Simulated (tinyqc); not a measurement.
Self-consistent Fermi level with native defects, at growth and after a quench: one step, computed by the program tinyqc.

Energies are counted from the top of the valence band (VBM); when the gap shrinks with temperature the conduction band moves and the levels stay. The added dopant is taken as fully ionised. D and A draw on one reservoir with opposite signs, as the two vacancies of a compound do.

Task: Equilibrium at growth. n = N_c F_1/2((E_F - E_g)/k_B T), p = N_v F_1/2(-E_F/k_B T). F_1/2(eta) = (2/sqrt(pi)) int_0^infinity sqrt(x)/(1 + exp(x - eta)) dx, by the trapezoid rule in t = sqrt(x) with step 0.02 up to t = 12 (for eta < -12 by exp(eta) - exp(2 eta)/2^(3/2)). In equilibrium c_q = N_s exp(-(E_f(q, 0) + q E_F)/k_B T). Net charge = p - n + sum q c_q + N_X; the log ratio is ln(positive charge/negative charge). E_F is the root of the log ratio, by 50 bisections between -0.5 eV and E_g + 0.5 eV.

Inputs (values chosen for the exercise, for a model semiconductor): site density N_s = 2.7e+22 cm^-3; dopant density N_X = 1.6e+19 cm^-3; growth temperature T_g = 1090 K.

Added shallow dopant: donor.

E_g(T_g) = 1.8502 eV

N_c(T_g) = 2.000332e+20 cm^-3

N_v(T_g) = 9.766761e+19 cm^-3

k_B T_g = 0.09392893 eV

E_f(q, E_F = 0) (eV): D(+2) -2.2502, D(+1) -0.8502, D(0) 1.0098, A(0) 3.6930, A(-1) 3.8080, A(-2) 4.1270

Give: E_F at growth; n at growth; p at growth; Defects at growth; total D; total A.

Result:

E_F at growth = 1.630 eV

n at growth = 1.856e+19 cm^-3

p at growth = 2.840e+12 cm^-3

Defects at growth:
```
state  E_f (eV)  c (cm^-3)
D(+2)     1.010  5.788e+17
D(+1)     0.780  6.697e+18
D(0)      1.010  5.786e+17
A(0)      3.693  2.271e+05
A(-1)     2.178  2.296e+12
A(-2)     0.867  2.646e+18
```

total D = 7.855e+18 cm^-3

total A = 2.646e+18 cm^-3

The largest part of the positive charge comes from the dopant (67 %) and that of the negative charge from electrons (78 %).
